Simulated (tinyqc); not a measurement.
What each parameter does: inversion layer as a triangular well, valleys of the Ge type.

Four ellipsoidal valleys (eight halves) with their long axes along <111>, mass ml along the axis and mt across it. For a valley whose axis makes the angle theta with the surface normal, 1/m_z = cos^2(theta)/ml + sin^2(theta)/mt sets the confinement; in the plane the masses are m_1 = mt and m_2 = ml mt/m_z, and m_d = sqrt(m_1 m_2). The Gamma and Delta valleys are left out; the heavy Delta valleys, about 0.18 eV up, can lie lowest under strong confinement.

The field is taken as constant, e F = 4 pi (e^2/4 pi eps0)(Nd + eta Ns)/eps, with 1e12/cm^2 = 1e-4/angstrom^2, and the oxide as a hard wall at z = 0; c = hbar^2/2m0.

Level j of a valley lies at E_j = a_j (c (e F)^2/m_z)^(1/3) above the band edge at the surface, with the Airy zeros a_j = 2.338107, 4.087949, 5.520560, 6.786708, 7.944134, 9.022651, 10.040174, 11.008524, 11.936016, 12.828777, and has <z> = 2 E_j/(3 e F).

Subband i holds n_i = g m_d/(2 pi c) kB T ln(1 + exp((EF - E_i)/kB T)) (spin included), and EF is fixed by sum n_i = Ns over the levels listed or, where none are listed, over j = 0 to 9 of each group; 1e12/cm^2 = 1e-4/angstrom^2.

Constants: hbar^2/2m0 = 3.80998211 eV angstrom^2; e^2/(4 pi eps0) = 14.39964547 eV angstrom; kB = 8.617333262e-05 eV/K.

Inputs chosen for the exercise (near those of Ge; not measured data):
```
symbol  value  unit         meaning
ml      1.613  m0           longitudinal mass
mt      0.082  m0           transverse mass
eps     15.7                dielectric constant
Nd      0.21   x 1e12/cm^2  depletion charge
eta     0.5                 share of Ns in the effective field
face    100                 surface
Ns      2.8    x 1e12/cm^2  electron sheet density
T       300    K            temperature
```

Field, ladders and EF anew.

Results for these values:
```
case  lowest E (eV)  EF (eV)  share of lowest (%)  <z> (angstrom)
base         0.1118   0.0737                 95.5           41.60
```

What happens to each result for Nd = 0.42 x 1e12/cm^2, all else kept?

Answer: lowest E rises from 0.1118 to 0.1213; EF rises from 0.0737 to 0.0835; share of lowest rises from 95.5 to 96.6; <z> falls from 41.60 to 39.59.

The same for each parameter in turn:
```
case                   lowest E (eV)  EF (eV)  share of lowest (%)  <z> (angstrom)
base                          0.1118   0.0737                 95.5           41.60
Ns = 5.6 x 1e12/cm^2          0.1697   0.1534                 99.1           32.84
Nd = 0.42 x 1e12/cm^2         0.1213   0.0835                 96.6           39.59
T = 260 K                     0.1118   0.0828                 97.2           41.03
ml = 1.774 m0                 0.1117   0.0723                 95.5           41.57
mt = 0.09 m0                  0.1085   0.0688                 95.1           40.51
eps = 14.1                    0.1201   0.0823                 96.5           39.83
```

Run: tinyqc, `OMP_NUM_THREADS=1 python tinyqc.py 1251451 1251452 out.jsonl`; Intel(R) Xeon(R) Processor @ 2.30GHz, one thread, shared host; about 0.02 s of CPU time with all checks.
